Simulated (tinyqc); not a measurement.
Superjunction drift layer against a plain one, charge balance: one step of the calculation.

Alternating n and p pillars of equal width wp, doping N and length Lp. When depleted, the lateral field peaks at Ex = q N wp/(2 eps0 eps_r) at the pillar junctions and a uniform vertical field Ey is added; breakdown is taken where Ex^2 + Ey^2 = Ef^2. Only the n pillars conduct, narrowed by the zero-bias depletion. A first-order model: the field peaks at the pillar ends are left out.

Question. Loss of breakdown voltage by imbalance. An imbalance dl leaves the mean net doping |dl| N/2, which tilts the vertical field by s = q |dl| N/(2 eps0 eps_r): BV(dl) = Ey Lp - s Lp^2/2, or Ey^2/(2 s) if the field reaches zero inside the pillar.

Parameters, values chosen for the exercise; values close to those of silicon:
- eps_r = 11.8 (relative permittivity of the semiconductor)
- BV = 400 V (wanted breakdown voltage)
- dl = -8.3 % (charge imbalance (Nn - Np)/N)

Constants: q = 1.602176634e-19 C, eps0 = 8.8541878128e-14 F/cm where lengths are in cm. Results are converted to the units shown.

N = 1.8659019e16 cm^-3
Ey = 0.19505599 MV/cm
Lp = 20.506932 um

Wanted: tilt s; BV(dl); loss.

Answer.

tilt s = 11.87 kV/(cm um)
BV(dl) = 160.2 V
loss = 59.95 %

tinyqc, about 0.01 s, one thread, Intel Xeon 2.30GHz (shared host): `OMP_NUM_THREADS=1 python tinyqc.py 2590146 2590147 out.jsonl`
